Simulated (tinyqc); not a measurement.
What moves the results: shallow acceptor in the spherical four-band model. A value that a table varies takes the place of the one given here.

The ground state 1S3/2 has an L = 0 part f(r) and an L = 2 part g(r). In units of Ry* and a*, with Gaussians f_i = exp(-a_i r^2), g_i = r^2 exp(-a_i r^2), A = a_i + a_j and I(n) = Gamma((n + 1)/2)/(2 A^((n + 1)/2)): S_ff = I(2), S_gg = I(6), H_ff = (6 a_i a_j/A) I(2) - 2 I(1), H_gg = (14 a_i a_j/A) I(6) - 2 I(5), H_fg = -mu [15 I(2) - 20 a_j I(4) + 4 a_j^2 I(6)]; each function is then normalised. The split-off band is left out.

Converged values use 22 exponents 2.2^i, i = -7 to 14, for f and for g.

Units Ry* = Ry/(g1 eps^2) and a* = a0 eps g1; mu = (6 g3 + 4 g2)/(5 g1) is the spherical heavy-light coupling and delta = (g3 - g2)/g1 the cubic term, which is left out.

Constants: Ry = 13.60569312 eV; a0 (Bohr radius) = 0.5291772105 angstrom.

Values chosen for the exercise (near those of a shallow acceptor in Si, where the small spin-orbit splitting and strong warping make this model rough; shifted at random, so the results belong to these values and not to a real crystal): mus = (0.12, 0.34, 0.45, 0.64, 0.71, 0.8, 0.89) (couplings); rc = 1.3 angstrom (radius of the central cell); Vs = (2, 0, -0.5, -1.5, -2.5, -3.5) eV (central-cell strengths); g1 = 4.32 (Luttinger gamma1); g2 = 0.33 (gamma2); g3 = 1.47 (gamma3); eps = 11.9 (dielectric constant).

## Strength of the heavy-light coupling

Ry* = 22.2404 meV

Converged values in Ry* and a*; the heavy-mass hydrogen model gives 1/(1 - mu).

Results:

| mu | binding (Ry*) | 1/(1 - mu) | ratio | L = 2 weight | <r> (a*) | binding (meV) |
|---|---|---|---|---|---|---|
| 0.12 | 1.013 | 1.136 | 0.892 | 0.006 | 1.484 | 22.5 |
| 0.34 | 1.117 | 1.515 | 0.737 | 0.050 | 1.366 | 24.8 |
| 0.45 | 1.228 | 1.818 | 0.675 | 0.088 | 1.260 | 27.3 |
| 0.64 | 1.620 | 2.778 | 0.583 | 0.184 | 0.988 | 36.0 |
| 0.71 | 1.906 | 3.448 | 0.553 | 0.230 | 0.853 | 42.4 |
| 0.80 | 2.580 | 5.000 | 0.516 | 0.298 | 0.647 | 57.4 |
| 0.89 | 4.370 | 9.091 | 0.481 | 0.378 | 0.395 | 97.2 |

The binding starts as 1 + O(mu^2), 1.013 at mu = 0.12, since the coupling enters in second order, and reaches 4.37 at mu = 0.89. The ratio to the heavy-mass model falls from 0.89 to 0.48, towards about 0.44 as mu goes to 1: the bound hole is only partly heavy. The L = 2 weight grows to 0.38 and the radius shrinks by a factor 3.8.

## Central-cell correction

mu = 0.46944
a* = 27.204 angstrom

A short-range term V exp(-r^2/rc^2) is added (negative: attracts the hole); its elements are V S (A/(A + 1/rc^2))^(3/2) for f and ^(7/2) for g, in the same units.

Results:

| V (eV) | 1S binding (meV) | 2S binding (meV) | <r> (angstrom) | L = 2 weight |
|---|---|---|---|---|
| 2.0 | 27.2 | 7.53 | 34.4 | 0.096 |
| 0.0 | 27.9 | 7.61 | 33.7 | 0.096 |
| -0.5 | 28.1 | 7.63 | 33.5 | 0.097 |
| -1.5 | 28.5 | 7.68 | 33.0 | 0.097 |
| -2.5 | 28.9 | 7.74 | 32.5 | 0.097 |
| -3.5 | 29.5 | 7.80 | 31.9 | 0.098 |

From V = 0 to -3.5 eV the 1S binding grows by 1.6 meV (6 %) and the 2S binding by 0.20 meV, so the chemical shift sits mainly in the ground state. A repulsion of 2 eV removes 0.6 meV. The slope is 0.55 meV per eV over the last step against 0.31 on the repulsive side, since attraction pulls the state into the cell; over this range the level stays shallow.

## What each parameter does

Converged values. Each row changes one parameter from the base and keeps the others.

Results:

| case | mu | Ry* (meV) | binding (meV) | <r> (angstrom) |
|---|---|---|---|---|
| base | 0.469 | 22.24 | 27.87 | 33.7 |
| g1 = 4.67 | 0.434 | 20.57 | 24.86 | 37.6 |
| g2 = 0.28 | 0.460 | 22.24 | 27.59 | 34.0 |
| g3 = 1.35 | 0.436 | 22.24 | 26.92 | 34.7 |
| eps = 12.8 | 0.469 | 19.22 | 24.09 | 36.2 |

The largest shifts from the base row, up to three for each result and ties (the steps differ in size, so this ranks the rows, not the parameters). mu: g1 -0.035, g3 -0.033, g2 -0.009; unchanged at the printed digits by eps. Ry* (meV): eps -3.02, g1 -1.67; unchanged at the printed digits by g2 and g3. binding (meV): eps -3.78, g1 -3.01, g3 -0.95. <r> (angstrom): g1 +3.9, eps +2.5, g3 +1.0. g1 acts twice: it lowers Ry* and it lowers mu.

Program tinyqc; command `OMP_NUM_THREADS=1 python tinyqc.py 1250796 1250797 out.jsonl`; about 0.05 s on one thread of a shared Intel(R) Xeon(R) Processor @ 2.30GHz.
